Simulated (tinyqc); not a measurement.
Isothermal kinetics: hydrogen passivation and dissociation of interface defects with a spread of activation energies. Computed by tinyqc, a small Python program. Command: `OMP_NUM_THREADS=1 python tinyqc.py 3030583 3030584 out.jsonl passivation walk`. One thread of a shared host (Intel(R) Xeon(R) Processor @ 2.30GHz), about 0.01 s of CPU time with the checks.

Active defects P react as P + H2 -> HP + H and HP -> P + H; released atomic hydrogen is removed. All defects start active. Activation energies are normally distributed, independently for the two reactions.

Inputs (values chosen for the exercise, for a model interface):

| quantity | value | unit |
|---|---|---|
| mean passivation energy E_f | 1.61 | eV |
| spread s_f | 0.12 | eV |
| prefactor k_f0 | 4.3e-09 | cm^3/s |
| mean dissociation energy E_d | 2.82 | eV |
| spread s_d | 0.09 | eV |
| prefactor k_d0 | 3.3e+13 | 1/s |
| dissolved hydrogen [H2] | 9.2e+16 | cm^-3 |
| anneal temperature T | 930 | K |
| anneal time t | 1300 | s |

Ambient: hydrogen.

Constants: k_B = 8.617333262e-05 eV/K.

Method:
- a = k_f0 [H2] exp(-E_f/k_B T), b = k_d0 exp(-E_d/k_B T); the active share of one kind of site is b/(a + b) + (a/(a + b)) exp(-(a + b) t).
- Full average: z from -5 to 5 in steps of 0.125 with normalised weights exp(-z^2/2), energy = mean + spread x z, over both energies.
- Times are decades about 1/(a + b) of the mean site. The last column is the part of the change still to come; rows stop once it is below 1e-5.

dissociation rate b = 0.0172427 1/s

passivation rate a = 0.745554 1/s

Against time:

| t (s) | active share, single energy | active share, spread | unreacted part |
|---|---|---|---|
| 0.001 | 0.99925 | 0.99774 | 9.9756e-01 |
| 0.01 | 0.99257 | 0.97893 | 9.7729e-01 |
| 0.1 | 0.92822 | 0.85242 | 8.4094e-01 |
| 1 | 0.47842 | 0.46426 | 4.2259e-01 |
| 10 | 0.02308 | 0.12463 | 5.6538e-02 |
| 100 | 0.02260 | 0.07277 | 6.4786e-04 |

What follows from these numbers?

A single energy finishes within about two decades of time. With the spread the unreacted part is 0.98 at 0.01 s and still 0.057 at 10 s, where one energy leaves 4.9e-4: a width of s/k_B T = 1.50 in ln(rate) stretches the decay markedly.
